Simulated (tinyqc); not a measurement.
# Energy and pressure along a compression

Model: pair-potential crystal by lattice sums. Computed by tinyqc, a small Python program. Command: `OMP_NUM_THREADS=1 python tinyqc.py 3004369 3004370 out.jsonl pairsum sweep`. One thread of a shared host (Intel(R) Xeon(R) Processor @ 2.30GHz), about 0.02 s of CPU time with the checks.

Energy per atom E = (1/2) sum over neighbours of phi(r); d is the nearest-neighbour distance.

Inputs (values chosen for the exercise, for model atoms):
```
quantity,value,unit
well depth eps,0.209,eV
pair minimum r0,2.46,angstrom
cut-off r_c/r0,1.99,-
repulsive exponent n,16,-
attractive exponent m,6,-
```

Potential: Mie n-m. Structure: bcc.

Constants: 1 eV/angstrom^3 = 160.2176634 GPa.

Method:
- phi0(r) = eps [m (r0/r)^n - n (r0/r)^m]/(n - m); shifted-force cut-off: phi(r) = phi0(r) - phi0(r_c) - (r - r_c) phi0'(r_c) for r < r_c, zero beyond.
- Shells (distance in units of d, count): fcc 1.0000 (12), 1.4142 (6), 1.7321 (24), 2.0000 (12), 2.2361 (24), 2.4495 (8), 2.6458 (48), 2.8284 (6), 3.0000 (36), 3.1623 (24); hcp 1.0000 (12), 1.4142 (6), 1.6330 (2), 1.7321 (18), 1.9149 (12), 2.0000 (6), 2.2361 (12), 2.3805 (12), 2.4495 (6), 2.5166 (6), 2.5820 (12), 2.6458 (24), 2.7080 (6), 2.8868 (12), 3.0000 (12), 3.1091 (24), 3.1623 (12); bcc 1.0000 (8), 1.1547 (6), 1.6330 (12), 1.9149 (24), 2.0000 (8), 2.3094 (6), 2.5166 (24), 2.5820 (24), 2.8284 (24), 3.0000 (32); sc 1.0000 (6), 1.4142 (12), 1.7321 (8), 2.0000 (6), 2.2361 (24), 2.4495 (24), 2.8284 (12), 3.0000 (30), 3.1623 (24); diamond 1.0000 (4), 1.6330 (12), 1.9149 (12), 2.3094 (6), 2.5166 (12), 2.8284 (24), 3.0000 (16). Volumes per atom in d^3: fcc 0.70711, hcp 0.70711, bcc 0.76980, sc 1.00000, diamond 1.53960; hcp has the ideal c/a. Every shell inside the cut-off is summed.
- List each shell within the cut-off.
- E = (1/2) sum count x phi; P = -(1/(6 Omega)) sum count x r phi', Omega = 0.769800 d^3.

One run for each value:
```
trial neighbour distance d/r0,energy at the trial distance (eV/atom),pressure at the trial distance (GPa)
0.880,0.336,287.2
0.907,-0.582,129.0
0.935,-1.005,47.6
0.963,-1.144,9.0
0.990,-1.140,-7.8
1.020,-1.061,-15.0
1.050,-0.950,-16.5
1.070,-0.871,-16.1
1.100,-0.755,-14.5
```

What does the table show, and why?

Over the rows, energy at the trial distance (eV/atom) goes from 0.336 through a minimum among these rows, -1.14 at 0.963, to -0.755; pressure at the trial distance (GPa) goes from 287 through a minimum among these rows, -16.5 at 1.05, to -14.5. The pressure changes sign between d/r0 = 0.963 and 0.990, where the energy has its minimum.

Extremes, crossings and ranges named in words are read from the listed rows.
